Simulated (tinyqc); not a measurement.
Ground and coupling capacitance from two measurements.

Inverse problem. A line has Cg to the planes and Cc to each of two neighbours. Find Cg, Cc, the load when both neighbours switch in antiphase, and the pulse on the line when it floats and both neighbours swing by Vx.

Parameters, values chosen for the exercise: swing Vx = 0.7 V.

capacitance with neighbours driven alike and with neighbours grounded (aF/um): 76  208

Answer. Driven alike, Cc carries no charge, which leaves Cg; grounded neighbours give Cg + 2 Cc, antiphase Cg + 4 Cc; a floating line divides the swing as 2 Cc/(Cg + 2 Cc).

Cg = 76.00 aF/um
Cc = 66.00 aF/um
load in antiphase = 340.0 aF/um
pulse = 0.4442 V

tinyqc, about 0.6 s, one thread, Intel Xeon 2.30GHz (shared host): `OMP_NUM_THREADS=1 python tinyqc.py 2790114 2790115 out.jsonl`
